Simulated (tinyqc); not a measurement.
Precursor delivery by bubblers, mass-transport growth and the solid composition of a III-V alloy: one step, computed by the program tinyqc. Command: `OMP_NUM_THREADS=1 python tinyqc.py 3004188 3004189 out.jsonl movpe_thermo walk`. One thread of a shared host (Intel(R) Xeon(R) Processor @ 2.30GHz), about 0.01 s of CPU time with the checks.

1 sccm = 44.615 micromol/min; 1 torr = 133.322 Pa. The sources decompose fully at the surface.

Task: Mass transport. Mean velocity u = (F_t/A)(760/p)(T/273); D = D0 (T/273)^1.75 (760/p); boundary layer delta = sqrt(pi D z/u); flux = D dp/(delta k_B T); growth rate = flux x a^3/4.

Inputs (values chosen for the exercise, modelled on trimethylgallium (source 1) and trimethylindium (source 2) for the vapour pressures):
```
quantity                           value      unit
total flow F_t                        29       slm
reactor pressure p                    40      torr
growth temperature T                 820         K
diffusivity at 273 K and 760 torr   0.34    cm^2/s
flow cross-section A                  38      cm^2
distance from the leading edge z     9.2        cm
lattice constant a                   5.6  angstrom
```

Constants: k_B = 1.380649e-23 J/K.

Give: velocity u; D; boundary layer delta; growth rate per torr of group III.

Result:

velocity u = 725.9 cm/s

D = 44.27 cm^2/s

boundary layer delta = 1.328 cm

growth rate per torr of group III = 620.6 micrometre/(h torr)
